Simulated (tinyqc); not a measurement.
Inside a calculation. Model: deep-level transient spectroscopy (DLTS) of one majority-carrier trap. Computed by tinyqc, a small Python program that keeps every step. Command: `OMP_NUM_THREADS=1 python tinyqc.py 3011687 3011688 out.jsonl dlts walk`. One thread of a shared host (Intel(R) Xeon(R) Processor @ 2.30GHz), about 0.07 s of CPU time with the checks. Intermediate numbers are printed to about 6 digits and carried at full precision; extremes and crossings named in words are read from the listed rows.

A filling pulse loads the traps in a one-sided junction; under reverse bias they empty at the rate e, and the capacitance relaxes as C(t) = C_0 - dC exp(-e t). The signal is S = [C(t_2) - C(t_1)]/dC.

Inputs (values chosen for the exercise, for a model semiconductor):
```
quantity                    value   unit
density-of-states mass m   0.0762    m_0
valleys M                       1      -
trap depth E_t              0.515     eV
cross-section sigma_0       9e-17   cm^2
degeneracy ratio g              1      -
gate time t_1              0.0006      s
ratio t_2/t_1                 2.5      -
temperature T                 235      K
doping N                    5e+14  cm^-3
trap density N_t          2.2e+13  cm^-3
dielectric constant eps      14.1      -
built-in voltage V_b         0.57      V
reverse bias V_r                9      V
diode area                0.00058   cm^2
```

Carriers: electrons. Extra term: none.

Constants: k_B = 8.617333262e-05 eV/K; k_B = 1.380649e-23 J/K; m_0 = 9.1093837015e-31 kg; h = 6.62607015e-34 J s; eps_0 = 8.8541878128e-12 F/m; e = 1.602176634e-19 C.

## Emission rate at T

e = g sigma v N_b exp(-E/k_B T), v = sqrt(3 k_B T/m), N_b = 2 M (2 pi m k_B T/h^2)^(3/2), sigma = sigma_0, E = E_t.

thermal velocity v = 3.74468e+07 cm/s

N_b = 3.65952e+17 cm^-3

sigma = 9.00e-17 cm^2

E = 0.515 eV

emission rate e = 0.0111291 1/s

## Rate window and signal

S(e) = exp(-e t_1) - exp(-e t_2) peaks at the rate window e_0 = ln(t_2/t_1)/(t_2 - t_1).

rate window e_0 = 1018.10 1/s

peak height S_max = 0.325730

signal at T = 1.00161e-05

At this T the trap empties slower than the window, by a factor 91500: the point lies on the low-temperature side of the peak.

## Peak temperature and width

T_p solves e(T) = e_0 (bisection between 15 and 1500 K); the half-height points solve S = S_max/2 on either side.

peak temperature T_p = 396.947 K

lower half-height point = 364.957 K

upper half-height point = 422.773 K

full width = 57.8152 K

The width is 14.6 % of T_p, and E_t is 15.1 k_B T_p.

## Peaks for six windows

t_1 is scaled by 0.1, 0.3, 1, 3, 10 and 30 at fixed t_2/t_1; each T_p by bisection.

Arrhenius data:
```
t_1 (s)    e_0 (1/s)  T_p (K)  1/(k_B T_p) (1/eV)  ln(e_0/T_p^2)
0.00006  1.01810e+04  458.288             25.3214       -3.02672
0.00018  3.39367e+03  426.956             27.1796       -3.98370
0.00060  1.01810e+03  396.947             29.2344       -5.04191
0.00180  3.39367e+02  372.843             31.1244       -6.01524
0.00600  1.01810e+02  349.426             33.2103       -7.08947
0.01800  3.39367e+01  330.371             35.1257       -8.07593
```

## Arrhenius fit

Least squares of ln(e_0/T_p^2) on 1/(k_B T_p): slope -E_a, intercept ln(gamma sigma_a) with gamma = v N_b/T^2 = sqrt(3 k_B/m) 2 M (2 pi m k_B/h^2)^(3/2). For comparison, the slope of ln e_0 alone.

apparent depth E_a = 0.515000 eV

intercept = 10.0138

gamma = 2.48143e+20 cm^-2 s^-1 K^-2

apparent cross-section = 9.00000e-17 cm^2

slope without T^2 = 0.581652 eV

The apparent depth is 0.5150 eV against E_t = 0.515 eV, and the apparent cross-section is 1.000 times sigma_0: both inputs are recovered. Leaving out the T^2 factor overstates the slope by 67 meV, about 2 k_B T_p.

## Signal size and trap density

W = sqrt(2 eps eps_0 (V_b + V_r)/(e N)), C_0 = eps eps_0 area/W. The pulse goes to zero bias, W_0 = W(V_r = 0). Traps within lambda = sqrt(2 eps eps_0 (E_t - E_F)/(e^2 N)) of the depletion edge stay filled, with E_F = k_B T_p ln(N_b/N) from the band, N_b = 2 M (2 pi m k_B T_p/h^2)^(3/2) (dopants taken as fully ionised). dC = C_0 (N_t/2N) f, f = [(W - lambda)^2 - max(W_0 - lambda, 0)^2]/W^2. The simple estimate is 2 N dC/C_0.

depletion width W = 5.46153 micrometre

C_0 = 1.32581 pF

lambda = 0.904514 micrometre

f = 0.690045

transient amplitude dC = 20.1271 fF

simple estimate of N_t = 1.51810e+13 cm^-3

The simple estimate finds 69 % of the traps.

Checks made by the program: the maximum of S(T) on a fine grid against T_p (relative difference below 1e-10).
